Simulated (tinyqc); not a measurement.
From results back to parameters: k.p values derived from sp3s* tight binding at Gamma. Two cases, with inputs chosen for the exercise.

Problem. The electron mass obeys m0/m = A + Ep/EG, where A gathers the direct term and the higher bands, and Ep = P^2/c with c = hbar^2/2m0, P = (a/4)(sa pc Vsapc + sc pa Vscpa). The mass comes from a hidden Vscpa (s cation, p anion); sa, sc are the anion and cation parts of S+, the upper s level at Gamma, and pa, pc those of P-, the lower p level (P+ is the upper one).

Constants: hbar^2/2m0 = 3.80998211 eV angstrom^2.

Find: Ep; Vscpa.

Method. Ep = (m0/m - A) EG gives |P|; both terms of P have the sign of sc pa, and the linear relation gives Vscpa. A is held fixed, though its part from P+ also depends on Vscpa.

Case 1.

Values chosen (out of a larger set: near a published set for Ge, fitted to gaps, whose masses and valley positions are rough; not measured data): a = 5.657 angstrom (lattice constant); Vsapc = 5.424 eV (s anion, p cation).

m = 0.0647825 m0
A = -1.76230
EG = 0.898000 eV

sa, sc, pa, pc: 0.707107  -0.707107  0.707107  -0.707107

Solution.

Ep = 15.44 eV
Vscpa = 5.42 eV

Case 2.

Values chosen (out of a larger set: near a published set for AlAs, fitted to gaps, whose masses and valley positions are rough; not measured data): a = 5.656 angstrom (lattice constant); Vsapc = 5.059 eV (s anion, p cation).

m = 0.2773611 m0
A = -1.56117
EG = 2.969686 eV

sa, sc, pa, pc: 0.530778  -0.847511  0.884539  -0.466467

Solution.

Ep = 15.34 eV
Vscpa = 5.54 eV

Computed by tinyqc, one run a case: `OMP_NUM_THREADS=1 python tinyqc.py N N+1 out.jsonl` with N = 1482149, 1482173; one thread of a shared Intel(R) Xeon(R) Processor @ 2.30GHz, about 0.01 s a run at most.
